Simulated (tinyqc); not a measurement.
Length of a molecular wire: coherent transport through a tight-binding bridge. Computed by the program tinyqc. Command: `OMP_NUM_THREADS=1 python tinyqc.py 110007 110008 out.jsonl`; one thread of a shared host (Intel(R) Xeon(R) Processor @ 2.60GHz), about 0.8 s.

A uniform bridge between two chains:
```
parameter                        value
site energy (eV)              3.620000
hopping in the bridge (eV)    1.030000
lead hopping (eV)             2.700000
couplings (eV)              0.45, 1.01
E (eV)                        0.460000
```

T = Gamma_L Gamma_R |G_1n|^2 with the self-energies of semi-infinite chains.

Transmission against length:
```
sites           T      ln T
2      1.4316e-03   -6.5489
3      1.9585e-04   -8.5381
4      2.6904e-05  -10.5232
5      3.6979e-06  -12.5078
6      5.0830e-07  -14.4922
7      6.9869e-08  -16.4766
8      9.6041e-09  -18.4611
9      1.3202e-09  -20.4455
10     1.8147e-10  -22.4299
```

E lies outside the band of the bridge (|E - e|/2h = 1.534 > 1), so T decays as exp(-beta n) with beta = 2 arccosh(1.534) = 1.9844 a site; the last two rows give 1.9844.
